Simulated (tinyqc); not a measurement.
Effective-mass impurity with a central-cell term, in a basis of Slater functions: one step, computed by the program tinyqc.

The envelope obeys H = -nabla^2 - (2/r) [Z + A exp(-kappa r)] in effective units, with kappa = a*/lambda; positive A deepens the well near the core.

Task: Matrices over the s basis. zeta_i = zeta_1 beta^(i-1), i = 1..n. For s functions exp(-zeta r), with s = zeta_i + zeta_j: S = 2/s^3, T = zeta_i zeta_j S, V = -2 Z/s^2, W = -2 A/(s + kappa)^2; each function is normalised by dividing by sqrt(S_ii S_jj).

Inputs (values chosen for the exercise, with mass and screening modelled on GaAs):

| quantity | value | unit |
|---|---|---|
| charge Z of the core | 2 | - |
| central-cell strength A | -15 | - |
| basis size n | 5 | - |
| smallest exponent zeta_1 | 0.36 | 1/a* |
| ratio beta of exponents | 2.1 | - |

Impurity: donor, one isotropic band.

kappa = 49.11069 1/a*

Give: exponents; overlap S; kinetic T; Coulomb V; central cell W.

Result:

exponents (1/a*): 0.36  0.756  1.5876  3.33396  7.001316

overlap S:
```
       1      2      3      4      5
1  1.000  0.817  0.468  0.209  0.080
2  0.817  1.000  0.817  0.468  0.209
3  0.468  0.817  1.000  0.817  0.468
4  0.209  0.468  0.817  1.000  0.817
5  0.080  0.209  0.468  0.817  1.000
```

kinetic T (Ry*):
```
        1         2       3       4       5
1  0.1296    0.2224  0.2674  0.2505  0.2023
2  0.2224  0.571536  0.9808   1.179   1.105
3  0.2674    0.9808   2.520   4.325   5.201
4  0.2505     1.179   4.325   11.12   19.08
5  0.2023     1.105   5.201   19.08   49.02
```

Coulomb V (Ry*):
```
        1       2        3          4       5
1   -1.44  -1.824   -1.823     -1.542  -1.181
2  -1.824  -3.024   -3.830     -3.827  -3.238
3  -1.823  -3.830  -6.3504     -8.044  -8.038
4  -1.542  -3.827   -8.044  -13.33584  -16.89
5  -1.181  -3.238   -8.038     -16.89  -28.01
```

central cell W (Ry*):
```
          1         2        3        4       5
1  0.002255  0.006754  0.01989  0.05659  0.1506
2  0.006754   0.02023  0.05960   0.1697  0.4519
3   0.01989   0.05960   0.1756   0.5005   1.336
4   0.05659    0.1697   0.5005    1.429   3.830
5    0.1506    0.4519    1.336    3.830   10.34
```
